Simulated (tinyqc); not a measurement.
Fully depleted semiconductor-on-insulator film with two gates, non-linear Poisson equation by Newton steps: one step of the calculation.

One dimension across the film, front interface at x = 0, back interface at x = ts. psi is counted from the intrinsic level, n = ni exp(psi/Vt) (source grounded), holes neglected, acceptors ionised. Gates act through Cox = eps0 eox/tox and Cbox = 3.9 eps0/tb with potentials G1 = Vg - (phiM - chi - Vt ln(Nc/ni)) and G2 = Vb - (phiB - chi - Vt ln(Nc/ni)). Classical Boltzmann densities, no interface charge, no depletion in the back plane.

Question. Electron sheet density, centroid and oxide fields. n_i = ni exp(psi_i/Vt); N_inv = sum w_i n_i with w = ts/11, halved at the ends; centroid sum w n x/N_inv; fields (G1 - psi_0)/tox and (G2 - psi_11)/tb.

Values chosen for this exercise; band and dielectric values close to those of silicon: temperature T = 400 K; insulator thickness tox = 3 nm; film thickness ts = 10 nm; buried-oxide thickness (eps_r 3.9) tb = 28 nm.

Constants: q = 1.602176634e-19 C, kB = 1.380649e-23 J/K, Vt = kB T/q. Results are converted to the units shown.

```
node,converged psi (V)
0,0.57797572
1,0.52297051
2,0.49259475
3,0.47242296
4,0.45793524
5,0.44718152
6,0.43916142
7,0.43330773
8,0.42928231
9,0.42688376
10,0.42600283
11,0.42660126
```

ni = 4.9201161e12 cm^-3
G1 = 0.75037065 V
G2 = 0.55037065 V

Find: n; N_inv; centroid; field in the front oxide; field in the buried oxide.

Answer.

```
node,n (cm^-3)
0,9.422e19
1,1.910e19
2,7.914e18
3,4.408e18
4,2.895e18
5,2.119e18
6,1.679e18
7,1.417e18
8,1.261e18
9,1.176e18
10,1.147e18
11,1.167e18
```

N_inv = 8.256e12 cm^-2
centroid = 1.290 nm
field in the front oxide = 0.5746 MV/cm
field in the buried oxide = 0.04420 MV/cm

The centroid lies at 0.13 of the film, near the front interface.

Computed by the program tinyqc: `OMP_NUM_THREADS=1 python tinyqc.py 2190034 2190035 out.jsonl`, one thread of a shared Intel Xeon 2.30GHz, about 0.4 s for the whole run.
